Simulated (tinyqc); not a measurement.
# Surface potential of a MOS transistor: implicit equation and explicit approximations: effects of single changes

p-type body, charge-sheet picture, depletion and inversion only, full ionisation (an idealisation for deep acceptors), Boltzmann statistics (rough once Na exp(x - xn) passes about Nc/7). In units of Vt: xg = (Vg - Vfb)/Vt, x = psi/Vt, G = gamma/sqrt(Vt), xn = (2 phiF + Vc)/Vt. The implicit equation is (xg - x)^2 = G^2 [x - 1 + exp(x - xn)] for x above about 3. Cox = eps0 eox/tox.

Parameters, values chosen for the exercise; band and dielectric values close to those of silicon: temperature T = 400 K; band gap Eg = 1.11 eV; relative permittivity eps_r = 11.7; conduction-band density of states at T Nc = 4.34e19 cm^-3; valence-band density of states at T Nv = 4.05e19 cm^-3; relative permittivity of the gate insulator (close to silicon dioxide) eox = 3.9; insulator thickness tox = 1.4 nm; acceptor density Na = 1.2e18 cm^-3; flat-band voltage Vfb = -0.8 V; channel-body voltage Vc = 0.2 V; gate-body voltage Vg = 0.39 V.

Constants: q = 1.602176634e-19 C, kB = 1.380649e-23 J/K, Vt = kB T/q, eps0 = 8.8541878128e-14 F/cm where lengths are in cm. Results are converted to the units shown.

Each table varies one quantity; the others keep the values above.

## Accuracy of the approximations against gate voltage

ni = sqrt(Nc Nv) exp(-Eg/(2 Vt)), Eg in volts; phiF = Vt ln(Na/ni); gamma = sqrt(2 q eps0 eps_r Na)/Cox; VT = Vfb + Vt (xn + G sqrt(xn - 1)). Depletion value a = 1 + [sqrt(G^2/4 + xg - 1) - G/2]^2; inversion value b = xn + ln[(xg - xn)^2/G^2 - xn + 1] and first guess y = min(a, b) - ln(1 + exp(-|a - b|)) if a > xn + 1, else b = y = a; one second-order correction with D = exp(y - xn), p = 2 (xg - y) + G^2 (1 + D), w = (xg - y)^2 - G^2 (y - 1 + D): z = y + 2 w/(p + sqrt(p^2 - 2 (2 - G^2 D) w)), or the Newton step z = y + w/p where the root is not real. N_inv = (Cox Vt G/q) [sqrt(x - 1 + exp(x - xn)) - sqrt(x - 1)] at the root. Lambert form (Cox m Vt/q) W0[(G/(2 m sqrt(xn - 1))) exp((Vg - VT)/(m Vt))], m = 1 + G/(2 sqrt(xn - 1)). Errors under 1e-4 mV, and the linear form below VT, are printed as 0.

Accuracy of the approximations against gate voltage:

| Vg (V) | psi (V) | x - xn | error of y (mV) | error of z (mV) | N_inv (cm^-2) | Cox (Vg - VT)/q (cm^-2) | Lambert form (cm^-2) |
|---|---|---|---|---|---|---|---|
| 0.12 | 0.7097 | -10.31 | 1.55e-4 | 0 | 2.758e6 | 0 | 1.977e6 |
| 0.32 | 0.8841 | -5.248 | 0.0221 | 0 | 3.871e8 | 0 | 3.417e8 |
| 0.52 | 1.058 | -0.2134 | 3.11 | -3.70e-4 | 5.386e10 | 0 | 5.401e10 |
| 0.72 | 1.170 | 3.055 | 25.4 | -4.09 | 1.185e12 | 3.005e12 | 1.254e12 |
| 0.92 | 1.215 | 4.364 | 24.4 | -5.40 | 3.487e12 | 6.084e12 | 3.688e12 |
| 1.12 | 1.242 | 5.129 | 19.1 | -1.74 | 6.112e12 | 9.163e12 | 6.435e12 |
| 1.32 | 1.261 | 5.675 | 16.0 | -0.873 | 8.867e12 | 1.224e13 | 9.294e12 |
| 1.52 | 1.275 | 6.104 | 13.8 | -0.523 | 1.169e13 | 1.532e13 | 1.221e13 |
| 1.72 | 1.288 | 6.456 | 12.2 | -0.346 | 1.456e13 | 1.840e13 | 1.516e13 |

What does the table show?

psi rises from 0.710 to 1.29 V and ends 6.5 Vt above 2 phiF + Vc. Among the rows the first guess is off by at most 25 mV (at Vg = 0.72 V) and the corrected value by at most 5.4 mV. In the last row the linear form is 26 % above N_inv and the Lambert form 4.1 % above it; in the first row the Lambert form is 28 % below it. For Vg = 0.72, 0.92, 1.12, 1.32, 1.52, 1.72 the electron quasi-Fermi level lies less than 2 Vt below the band edge at the surface, or above it, where degeneracy and confinement, left out, matter.

## Effect of the insulator thickness at fixed gate voltage

Same model as above.

Effect of the insulator thickness at fixed gate voltage:

| tox (nm) | psi (V) | x - xn | error of y (mV) | error of z (mV) | N_inv (cm^-2) | Cox (Vg - VT)/q (cm^-2) | Lambert form (cm^-2) |
|---|---|---|---|---|---|---|---|
| 0.47 | 1.0978 | 0.95033 | 0.496 | 0 | 1.6687e11 | 1.7321e12 | 1.7236e11 |
| 0.64 | 1.0688 | 0.11068 | 2.07 | 0 | 7.3886e10 | 2.0976e11 | 7.4658e10 |
| 0.87 | 1.0303 | -1.0069 | 0.926 | 0 | 2.4779e10 | 0 | 2.4429e10 |
| 1.2 | 0.97679 | -2.5597 | 0.270 | 0 | 5.4042e9 | 0 | 5.1445e9 |
| 1.6 | 0.91545 | -4.3394 | 0.0606 | 0 | 9.4342e8 | 0 | 8.5405e8 |
| 2.2 | 0.83110 | -6.7865 | 7.15e-3 | 0 | 8.5875e7 | 0 | 7.0253e7 |
| 3.1 | 0.72065 | -9.9907 | 4.03e-4 | 0 | 3.7558e6 | 0 | 2.4574e6 |
| 4.2 | 0.60843 | -13.246 | 0 | 0 | 1.5832e5 | 0 | 69683 |

As tox goes from 0.47 to 4.2, psi falls from 1.10 to 0.608 V, x - xn falls from 0.950 to -13.2 and N_inv falls from 1.67e11 to 1.58e5 cm^-2. The Lambert form lies between 0.440 and 1.03 times N_inv.

Program tinyqc, `OMP_NUM_THREADS=1 python tinyqc.py 2122110 2122111 out.jsonl`; Intel Xeon 2.30GHz, shared host, one thread, about 0.01 s.
